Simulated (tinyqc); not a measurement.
Schottky diode by thermionic emission with image-force lowering and series resistance: one step of the calculation.

Metal on an n-type semiconductor with one parabolic valley; V > 0 is forward bias (metal positive). I = I0 [exp(Vj/(n Vt)) - 1] with Vj = V - I Rs; I0 = S A* T^2 exp(-(phi - dphi)/Vt), the lowering dphi taken at zero bias.

Problem. Current and small-signal resistance. I = I0 [exp(Vj/(n Vt)) - 1], dV/dI = Rs + n Vt/(I + I0).

Parameters, values chosen for the exercise; band and dielectric values close to those of indium phosphide:
- T = 300 K (temperature)
- n = 1.03 (ideality factor)
- Rs = 34 ohm (series resistance)

Constants: q = 1.602176634e-19 C, kB = 1.380649e-23 J/K, Vt = kB T/q. Results are converted to the units shown.

I0 = 3.8540742e-8 A
converged Vj = 0.33712069 V

Wanted: I; drop over Rs; dV/dI.

Solution.

I = 12.14 mA
drop over Rs = 0.4129 V
dV/dI = 36.19 ohm

tinyqc, about 0.01 s, one thread, Intel Xeon 2.30GHz (shared host): `OMP_NUM_THREADS=1 python tinyqc.py 2640174 2640175 out.jsonl`
